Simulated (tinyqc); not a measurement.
Worked calculation: plane-wave Kohn-Sham cycle with exchange-only LDA in a layered model solid. One step of it, computed by the program tinyqc.

Problem. Iteration 2: levels at that k. Diagonalise the Hermitian matrix.

H (hartree):
```
           -3         -2         -1         +0         +1         +2         +3
-3   1.038062  -0.063632   0.000847   0.001458   0.000343   0.000164   0.000037
-2  -0.063632   0.290603  -0.063632   0.000847   0.001458   0.000343   0.000164
-1   0.000847  -0.063632  -0.142136  -0.063632   0.000847   0.001458   0.000343
+0   0.001458   0.000847  -0.063632  -0.260156  -0.063632   0.000847   0.001458
+1   0.000343   0.001458   0.000847  -0.063632  -0.063457  -0.063632   0.000847
+2   0.000164   0.000343   0.001458   0.000847  -0.063632   0.447963  -0.063632
+3   0.000037   0.000164   0.000343   0.001458   0.000847  -0.063632   1.274101
```

Give: eigenvalues.

Solution.

eigenvalues (hartree): -0.3033  -0.1319  -0.0479  0.2946  0.4510  1.0435  1.2790
